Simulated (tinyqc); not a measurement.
Strained Delta valleys, repopulation and conductivity mass: one step of the calculation.

A cubic crystal with three pairs of conduction valleys along x, y and z under uniaxial stress X along [001] (X > 0 is tension); current along [110]. Non-degenerate electrons, fixed total density, one relaxation time for all valleys and stresses, masses unchanged by strain, so the mobility goes as the mean inverse mass.

Problem. Strain tensor. Stress s_ij = X a_i a_j with a the unit vector along [001]; strain e_ii = s11 s_ii + s12 (s_jj + s_kk), e_ij = s44 s_ij/2.

Parameters, values chosen for the exercise; values close to those of silicon:
- s11 = 7.83 1/TPa (compliance)
- s12 = -2.1 1/TPa (compliance)
- s44 = 12.7 1/TPa (compliance)
- X = 420 MPa (uniaxial stress (tension positive))

Give: strain.

Solution.

strain (%):
```
         x        y       z
x  -0.0882   0.0000  0.0000
y   0.0000  -0.0882  0.0000
z   0.0000   0.0000  0.3289
```

tinyqc, about 0.01 s, one thread, Intel Xeon 2.30GHz (shared host): `OMP_NUM_THREADS=1 python tinyqc.py 2530170 2530171 out.jsonl`
